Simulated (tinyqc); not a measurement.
Transparency density and B against temperature: optical gain and spontaneous emission in a bulk direct-gap semiconductor.

Parabolic bands, vertical transitions, no excitons. For each hole band j: mr = me mj/(me + mj); joint density of states J_j(E) = (mr/c)^(3/2) sqrt(E - Eg)/(2 pi^2), both spins, c = hbar^2/2m0; averaged matrix element |e.p|^2 = m0 Ep/6; alpha_j(E) = 4 pi^2 alpha_f c Ep J_j/(3 nr E) in 1/angstrom (alpha_f the fine-structure constant, listed as alpha among the constants), times 1e8 for 1/cm.

F_j(eta) = (1/Gamma(j + 1)) integral_0^infinity x^j dx/(1 + exp(x - eta)), which tends to exp(eta) for eta << 0.

Quasi-Fermi levels: n = Nc F_1/2(Fc/kT) and p = Nv F_1/2(Fv/kT), Fc counted up from the conduction edge and Fv down from the valence edge; Nc, Nv from N = 2 (m kB T/(4 pi c))^(3/2) with c = hbar^2/2m0, in 1/angstrom^3; times 1e24 for 1/cm^3, with me and (mhh^(3/2) + mlh^(3/2))^(2/3).

For band j the electron sits at Ee = (E - Eg) mr/me above its edge and the hole at Eh = (E - Eg) mr/mj; fe = 1/(1 + exp((Ee - Fc)/kT)), fh = 1/(1 + exp((Eh - Fv)/kT)); gain g = sum_j alpha_j (fe + fh - 1).

Spontaneous rate: R = integral of (nr E/(hbar c))^2/(pi^2 hbar) sum_j alpha_j fe fh dE, with alpha in 1/cm and (nr E/(hbar c))^2 in 1/cm^2 (1e16 per 1/angstrom^2); B = R/(n p); lifetime n/R.

Constants: hbar^2/2m0 = 3.80998211 eV angstrom^2; fine-structure constant alpha = 0.007297352564; kB = 8.617333262e-05 eV/K; hbar = 6.58211957e-16 eV s; hbar c = 1973.269805 eV angstrom.

Parameters, chosen for this exercise (near those of GaAs; not measured data): Eg = 1.465 eV (direct gap); me = 0.0658 m0 (electron mass); mhh = 0.514 m0 (heavy-hole mass); mlh = 0.0851 m0 (light-hole mass); Ep = 24.8 eV (Kane energy); nr = 3.6 (refractive index).

Eg is held fixed; B is taken at n = 1e15 1/cm^3.

Results:
```
T (K)  transparency density (1/cm^3)  Fc/kT there  B (cm^3/s)
100                         2.35e+17        2.044    1.26e-09
150                         4.33e+17        2.044    6.91e-10
200                         6.66e+17        2.044    4.51e-10
250                         9.31e+17        2.044    3.24e-10
300                         1.22e+18        2.044    2.47e-10
350                         1.54e+18        2.044    1.97e-10
400                         1.88e+18        2.044    1.62e-10
500                         2.63e+18        2.044    1.17e-10
```

How do the results move, and what explains it?

Fc/kT at transparency stays at 2.044, since it depends on Nv/Nc alone, so the density goes as T^1.50. B goes as T^-1.48, against T^-1.5 for non-degenerate carriers: hot carriers spread over k and fewer pairs share a wave vector.

Program tinyqc; command `OMP_NUM_THREADS=1 python tinyqc.py 1682604 1682605 out.jsonl`; about 0.08 s on one thread of a shared Intel(R) Xeon(R) Processor @ 2.30GHz.
